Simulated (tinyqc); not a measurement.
Electron continuity equation in a given potential, Scharfetter-Gummel discretisation: three discretisations compared.

Steady state in one dimension: J = q mu n E + q D dn/dx with E = -dpsi/dx and D = mu Vt, dJ/dx = q (n/tau - G), fixed densities nL and nR at the ends. The potential is given, psi = 0 for x < L/2 and U (2 x/L - 1) beyond, and is not changed by the electrons.

9 equal intervals. Fluxes J_i = (q D/h)(n_(i+1) P_i - n_i Q_i), d_i = (psi_(i+1) - psi_i)/Vt: Scharfetter-Gummel P = B(d), Q = B(-d), B(d) = d/(exp(d) - 1); central P = 1 - d/2, Q = 1 + d/2; upwind P = 1 + max(-d, 0), Q = 1 + max(d, 0). Balance at each inner node: J_i - J_(i-1) = q h (n_i/tau - G). The reference is Scharfetter-Gummel on 1800 intervals.

Inputs (values chosen for the exercise); mobility close to that of silicon at room temperature: temperature T = 300 K; electron mobility mu = 1360 cm^2/(V s); length of the region L = 1.9 um; density at x = 0 nL = 2.7e12 cm^-3; density at x = L nR = 5.1e11 cm^-3; lifetime tau = 1.8e-9 s; uniform generation rate G = 0 cm^-3 s^-1; potential difference psi(L) - psi(0) U = 0.24 V.

Constants: q = 1.602176634e-19 C, kB = 1.380649e-23 J/K, Vt = kB T/q. Results are converted to the units shown.

Densities (cm^-3):
```
node  Scharfetter-Gummel    central     upwind  reference
0              2.7000e12  2.7000e12  2.7000e12  2.7000e12
1              2.1158e12  2.1178e12  2.1086e12  2.1359e12
2              1.5465e12  1.5505e12  1.5320e12  1.5869e12
3              9.8802e11  9.9408e11  9.6615e11  1.0490e12
4              4.3654e11  4.4469e11  4.0714e11  5.1852e11
5              2.6485e11  2.6390e11  2.7097e11  2.5450e11
6              2.6439e11  2.6300e11  2.7576e11  2.5409e11
7              2.6698e11  2.6216e11  2.9238e11  2.5686e11
8              2.9360e11  2.5735e11  3.4534e11  2.8464e11
9              5.1000e11  5.1000e11  5.1000e11  5.1000e11
```

What do the numbers show?

Largest errors as a share of the largest reference density listed: Scharfetter-Gummel 3.0 %, central 2.7 %, upwind 4.1 %. The largest |d| is 2.06. Upwinding stays positive but acts as if D were larger by the factor 1 + |d|/2, up to 2.03 here.

tinyqc, about 0.01 s, one thread, Intel Xeon 2.30GHz (shared host): `OMP_NUM_THREADS=1 python tinyqc.py 2220052 2220053 out.jsonl`
